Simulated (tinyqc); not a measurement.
# Slope factor and drain-induced lowering from three currents

Inverse problem. With source and body at 0 V, I = A exp((Vg + dd Vd)/(nf Vt)) (1 - exp(-Vd/Vt)). Find nf, the swing nf Vt ln 10 and dd.

Inputs (values chosen for the exercise): temperature T = 330 K.

Constants: q = 1.602176634e-19 C, kB = 1.380649e-23 J/K, Vt = kB T/q. Results are converted to the units shown.

currents at (Vg, Vd) = (0, 0.05), (0, 0.8) and (0.09, 0.8) V (nA/um): [0.031893463, 0.34702078, 4.8501996]

Solution. The pair at equal Vd gives nf; the pair at equal Vg, after dividing out the factors 1 - exp(-Vd/Vt), gives dd.

nf = 1.20
swing = 78.6 mV/decade
dd = 0.100

Computed by the program tinyqc: `OMP_NUM_THREADS=1 python tinyqc.py 2242227 2242228 out.jsonl`, one thread of a shared Intel Xeon 2.30GHz, about 0.03 s for the whole run.
